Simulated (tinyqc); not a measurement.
Which pair of peaks is best: composition and strain of an epitaxial Si(1-x)Ge(x) layer from Raman and X-ray peaks. Computed by tinyqc, a small Python program. Command: `OMP_NUM_THREADS=1 python tinyqc.py 3025655 3025656 out.jsonl epiraman walk`. One thread of a shared host (Intel(R) Xeon(R) Processor @ 2.30GHz), about 0.01 s of CPU time with the checks.

A (001) layer, biaxially strained in the plane. The Raman peaks follow empirical lines omega = w0 + c1 x + c3 x^3 + b eps (c3 for Si-Ge alone), with eps the in-plane strain.

Inputs (values chosen for the exercise, modelled on silicon-germanium):

| quantity | value | unit |
|---|---|---|
| Ge fraction x | 0.58 | - |
| Si-Si: c1 | -66.5 | 1/cm |
| Si-Si: strain coefficient b | -680 | 1/cm |
| Si-Ge: c1 | 23.5 | 1/cm |
| Si-Ge: c3 | -32.3 | 1/cm |
| Si-Ge: strain coefficient b | -596 | 1/cm |
| Ge-Ge: c1 | 19.3 | 1/cm |
| Ge-Ge: strain coefficient b | -434 | 1/cm |
| uncertainty of a Raman peak | 0.3 | 1/cm |

Substrate: silicon.

Method. For each pair invert J = [d omega/dx, d omega/d eps] at the true x. Independent errors of the given size in both peaks give sigma_x and sigma_eps = uncertainty x (norm of the rows of the inverse of J).

Error propagation:

| pair | det J | sigma_x | sigma_eps (per mille) |
|---|---|---|---|
| Si-Si and Si-Ge | 33.448 | 0.0081101 | 0.60200 |
| Si-Si and Ge-Ge | 41.985 | 0.0057642 | 0.49478 |
| Si-Ge and Ge-Ge | 15.451 | 0.014315 | 0.41428 |

What follows from these numbers?

The pair Si-Si and Ge-Ge fixes x best (sigma_x = 0.0058) and Si-Ge and Ge-Ge worst (0.014), a factor 2.5. Strain moves all peaks the same way, so a good pair needs different ratios of composition slope to strain coefficient, best of opposite sign; the slopes here are -66.5, -9.1 and 19.3 per cm for Si-Si, Si-Ge and Ge-Ge. Errors in the coefficients themselves are not counted.

Extremes, crossings and ranges named in words are read from the listed rows.
